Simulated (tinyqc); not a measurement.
Starting guesses with plain Roothaan steps: SCF starting guesses in the sto-3g basis, for H4, spin multiplicity 1. Computed by the program tinyqc with PySCF. 

Geometry (angstrom):
```
atom       x       y       z
H     0.0000  0.0000  0.0000
H     0.0000  0.0000  0.8510
H     0.0000  0.0000  3.1320
H     0.0000  0.0000  3.9830
```

lowest restricted solution found by these runs and by PySCF = -2.204013 hartree

RHF with one setting changed at a time; a run stops when the energy changes by less than 1e-09 hartree and the error matrix is below 1e-5. Starts: the lowest orbitals of the core Hamiltonian, of the Wolfsberg-Helmholz matrix (K = 1.75), projected atomic densities, random orbitals, and the highest orbitals of the core Hamiltonian (a deliberately bad start).

Largest element of the error matrix X^T (FDS - SDF) X:
```
iteration     core  Wolfsberg-Helmholz  atomic densities   random  highest core orbitals
1          1.9e-01             6.5e-02           1.9e-02  7.1e-01                6.0e-02
2          7.5e-03             2.9e-03           1.4e-02  2.1e-01                1.0e-01
3          2.9e-04             5.0e-04           2.4e-03  3.0e-02                1.7e-02
4          2.6e-05             8.6e-05           4.0e-04  4.5e-03                2.9e-03
5          4.4e-06             1.5e-05           6.9e-05  6.7e-04                4.9e-04
6                -             2.5e-06           1.2e-05  9.9e-05                8.3e-05
8                -                   -                 -  2.2e-06                2.4e-06
```

How each run ends:
```
run                    iterations  E (hartree)         state
core                            5    -2.204013  lowest found
Wolfsberg-Helmholz              6    -2.204013  lowest found
atomic densities                7    -2.204013  lowest found
random                          8    -2.204013  lowest found
highest core orbitals           8    -2.204013  lowest found
```

5 of 5 runs reach the lowest restricted solution found, in 5 to 8 iterations (fastest: core). The first errors are 2e-01, 7e-02, 2e-02, 7e-01, 6e-02.
